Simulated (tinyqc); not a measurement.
# MOS structure on a p-type body with a surface-enhanced doping, non-linear Poisson equation by Newton steps: two studies

One dimension, insulator interface at x = 0, acceptor density Na + N0 exp(-x/Ls), net doping C = -(acceptor density). psi is counted from the intrinsic level: n = ni exp((psi - Vb)/Vt), p = ni exp(-psi/Vt); deep in the body psi_b = -Vt ln(Na/ni). The gate acts through Cox = eps0 eox/tox and has the potential psi_G = Vg - (phiM - chi - Vt ln(Nc/ni)). Boltzmann statistics, full ionisation, classical densities, no oxide or interface charge.

Values chosen for this exercise; band and dielectric values close to those of silicon:
- T = 300 K (temperature)
- Eg = 1.1 eV (band gap)
- eps_r = 11.6 (relative permittivity)
- Nc = 2.79e19 cm^-3 (conduction-band density of states at T)
- Nv = 2.61e19 cm^-3 (valence-band density of states at T)
- chi = 4.03 eV (electron affinity)
- Na = 2e17 cm^-3 (acceptor density deep in the body)
- eox = 3.9 (relative permittivity of the gate insulator (close to silicon dioxide))
- tox = 2.4 nm (insulator thickness)
- phiM = 4.37 eV (gate work function)
- Vb = 1.2 V (electron quasi-Fermi potential against the body)
- N0 = 9e17 cm^-3 (extra acceptor density at the surface)
- Ls = 43 nm (decay length)

Constants: q = 1.602176634e-19 C, kB = 1.380649e-23 J/K, Vt = kB T/q, eps0 = 8.8541878128e-14 F/cm where lengths are in cm. Results are converted to the units shown.

Each table varies one quantity; the others keep the values above.

## Charge and capacitance against gate voltage

ni = sqrt(Nc Nv) exp(-Eg/(2 Vt)), Eg in volts. The Poisson equation d/dx(eps0 eps_r dpsi/dx) = -q (p - n + C), with eps0 eps_r dpsi/dx = -Cox (psi_G - psi_0) at x = 0, is solved on a mesh of about 600 nodes or more. N_inv is the integral of n less its value deep in the body. C_LF = Cox (1 - dpsi_0/dVg) with all carriers following; C_HF is the same with the electron quasi-Fermi level shifting uniformly so that N_inv stays fixed. The centroid is that of the same excess.

Result of one run:
```
Vg (V)  psi_0 - psi_b (V)  N_inv (cm^-2)  C_LF/Cox  C_HF/Cox  centroid (nm)
1.73                 1.88         1.13e7    0.0967    0.0966          0.387
```

What becomes of these results when the gate voltage against the body Vg is changed from 1.73 to 2.64 V, all else the same?

Result of the changed run:
```
Vg (V)  psi_0 - psi_b (V)  N_inv (cm^-2)  C_LF/Cox  C_HF/Cox  centroid (nm)
2.64                 2.23        4.76e12     0.939    0.0876          0.291
```

The whole series:
```
Vg (V)  psi_0 - psi_b (V)  N_inv (cm^-2)  C_LF/Cox  C_HF/Cox  centroid (nm)
1.54                 1.71         1.57e4     0.102     0.102          0.403
1.73                 1.88         1.13e7    0.0967    0.0966          0.387
1.91                 2.04         5.83e9     0.112    0.0917          0.373
2.09                 2.16        4.80e11     0.672    0.0887          0.356
2.28                 2.19        1.82e12     0.871    0.0879          0.331
2.46                 2.21        3.26e12     0.918    0.0877          0.309
2.64                 2.23        4.76e12     0.939    0.0876          0.291
2.83                 2.24        6.37e12     0.951    0.0875          0.274
```

N_inv goes from 15700 to 6.37e12 cm^-2 and passes 2e11 cm^-2 at Vg = 2.03 V. Below threshold it takes 66.3 mV a decade between Vg = 1.73 and 1.91 V, against Vt ln 10 = 59.5 mV. C_LF/Cox is lowest, 0.0967, at Vg = 1.73 V among the rows listed and ends at 0.951, while C_HF/Cox ends at 0.0875. Between the last two rows q dN_inv/dVg is 0.943 Cox. Where the classical centroid is under about 2 nm, confinement would move the charge away from the interface and raise the threshold. Above about 2e12 cm^-2 degeneracy matters too.

## Effect of the electron quasi-Fermi potential against the body on threshold, swing and body effect

VT is the Vg at which N_inv = 2e11 cm^-2. m = 1/(dpsi_0/dVg) at N_inv = 1e8 cm^-2; the swing is the Vg between N_inv = 1e8 and 1e9 cm^-2; body coefficient [VT(Vb + 0.05 V) - VT(Vb)]/0.05 V - 1.

Effect of the electron quasi-Fermi potential against the body on threshold, swing and body effect:
```
Vb (V)  VT (V)  psi_0 - psi_b at VT (V)   m - 1  swing (mV/decade)  body coefficient
0        0.671                    0.923   0.198               72.2             0.182
0.3       1.02                     1.23   0.159               69.7             0.151
0.6       1.36                     1.53   0.135               68.1             0.130
0.9       1.70                     1.83   0.118               67.0             0.114
1.2       2.03                     2.13   0.105               66.2             0.103
1.5       2.36                     2.43  0.0951               65.5            0.0932
1.8       2.69                     2.74  0.0870               65.0            0.0855
```

As Vb goes from 0 to 1.8, VT rises from 0.671 to 2.69 V, the swing falls from 72.2 to 65.0 mV/decade and the body coefficient falls from 0.182 to 0.0855. The swing stays within 1.3 % of m Vt ln 10, and the body coefficient within 0.016 of m - 1.

Program tinyqc, `OMP_NUM_THREADS=1 python tinyqc.py 2080171 2080172 out.jsonl`; Intel Xeon 2.30GHz, shared host, one thread, about 0.5 s.
